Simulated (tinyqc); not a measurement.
# Small-signal admittance of a forward-biased p+-n diode: two studies

Holes injected into a neutral base of width wb with an ohmic contact at its end; low injection, p0 far above the equilibrium density. A small voltage v exp(i w t), w = 2 pi f, modulates the edge density by p0 v/Vt, and the small-signal density obeys Dp d2p/dx2 = (1/tau + i w) p.

Inputs (values chosen for the exercise); permittivity close to that of 4H silicon carbide:
```
symbol,value,unit,meaning
T,300,K,temperature
eps_r,9.7,,relative permittivity
Nd,1e15,cm^-3,donor density of the base
Dp,2.8,cm^2/s,hole diffusion coefficient
tau,2e-8,s,hole lifetime
wb,0.9,um,width of the neutral base
p0,7.4e11,cm^-3,excess hole density at the junction edge
Na,1e19,cm^-3,acceptor density of the p+ side
Rs,0.0046,ohm cm^2,series resistance
f,2.2e7,Hz,signal frequency
```

Constants: q = 1.602176634e-19 C, kB = 1.380649e-23 J/K, Vt = kB T/q, eps0 = 8.8541878128e-14 F/cm where lengths are in cm. Results are converted to the units shown.

Each table varies one quantity; the others keep the values above.

## Admittance against frequency

L = sqrt(Dp tau); direct current J = (q Dp p0/L) coth(wb/L); k = sqrt(1 + i w tau)/L; diffusion admittance Y = (q Dp p0/Vt) k coth(k wb) = G + i w C_diff; junction capacitance C_j = sqrt(q eps0 eps_r Nd/(2 Vr)) in the depletion approximation, with the remaining barrier Vr = Vt ln(Na/p0), a rough value under forward bias; base-width modulation is left out. Measured admittance 1/[Rs + 1/(Y + i w C_j)].

The same in every row: C_j (uF/cm^2) = 0.01273.

Admittance against frequency:

| f (Hz) | w tau | G (S/cm^2) | C_diff (uF/cm^2) | measured G (S/cm^2) | measured C (uF/cm^2) | phase of the measured Y (degrees) |
|---|---|---|---|---|---|---|
| 4e5 | 0.05027 | 0.1495 | 1.350e-4 | 0.1494 | 0.01285 | 12.20 |
| 2e6 | 0.2513 | 0.1495 | 1.350e-4 | 0.1495 | 0.01285 | 47.20 |
| 6e6 | 0.7540 | 0.1495 | 1.350e-4 | 0.1505 | 0.01285 | 72.74 |
| 3e7 | 3.770 | 0.1504 | 1.347e-4 | 0.1773 | 0.01285 | 85.81 |
| 1e8 | 12.57 | 0.1593 | 1.323e-4 | 0.4586 | 0.01283 | 86.74 |
| 5e8 | 62.83 | 0.2955 | 9.714e-5 | 7.490 | 0.01237 | 79.09 |
| 2e9 | 251.3 | 0.6096 | 4.828e-5 | 76.87 | 0.008238 | 53.40 |
| 8e9 | 1005 | 1.217 | 2.419e-5 | 194.9 | 0.001314 | 18.72 |
| 3e10 | 3770 | 2.356 | 1.250e-5 | 215.6 | 1.035e-4 | 5.171 |

What does the comparison show?

G starts at J/Vt = 0.149 S/cm^2 and C_diff at (J tau/(2 Vt))(1 - 2 x/sinh 2x) = 1.35e-4 uF/cm^2, x = wb/L = 0.380. Between the last two rows G goes as f^(0.50) and C_diff as f^(-0.50); the limits are 1/2 and -1/2, reached when the signal penetrates only sqrt(Dp/w). The measured C is 0.14 % below C_diff + C_j in the first row and 99 % below it in the last, the difference being due to Rs.

## Effect of the hole lifetime

Same model as above.

The same in every row: C_j (uF/cm^2) = 0.01273.

Results:

| tau (s) | w tau | G (S/cm^2) | C_diff (uF/cm^2) | measured G (S/cm^2) | measured C (uF/cm^2) | phase of the measured Y (degrees) |
|---|---|---|---|---|---|---|
| 2e-10 | 0.02765 | 0.5432 | 5.390e-5 | 0.5561 | 0.01272 | 72.45 |
| 9e-10 | 0.1244 | 0.2706 | 9.742e-5 | 0.2847 | 0.01280 | 80.86 |
| 4e-9 | 0.5529 | 0.1759 | 1.255e-4 | 0.1903 | 0.01284 | 83.88 |
| 9e-8 | 12.44 | 0.1447 | 1.369e-4 | 0.1591 | 0.01285 | 84.88 |
| 4e-7 | 55.29 | 0.1435 | 1.373e-4 | 0.1580 | 0.01285 | 84.92 |
| 2e-6 | 276.5 | 0.1433 | 1.374e-4 | 0.1577 | 0.01285 | 84.93 |

Estimate the missing row, tau = 2e-8 s.

Computed row:

| tau (s) | w tau | G (S/cm^2) | C_diff (uF/cm^2) | measured G (S/cm^2) | measured C (uF/cm^2) | phase of the measured Y (degrees) |
|---|---|---|---|---|---|---|
| 2e-8 | 2.765 | 0.1500 | 1.349e-4 | 0.1644 | 0.01285 | 84.71 |

With this row back in the table: As tau goes from 2e-10 to 2e-6, G falls from 0.543 to 0.143 S/cm^2, C_diff rises from 5.39e-5 to 1.37e-4 uF/cm^2 and the measured C rises from 0.0127 to 0.0129 uF/cm^2. C_diff stays below C_j.

Computed by the program tinyqc: `OMP_NUM_THREADS=1 python tinyqc.py 2890160 2890161 out.jsonl`, one thread of a shared Intel Xeon 2.30GHz, about 0.01 s for the whole run.
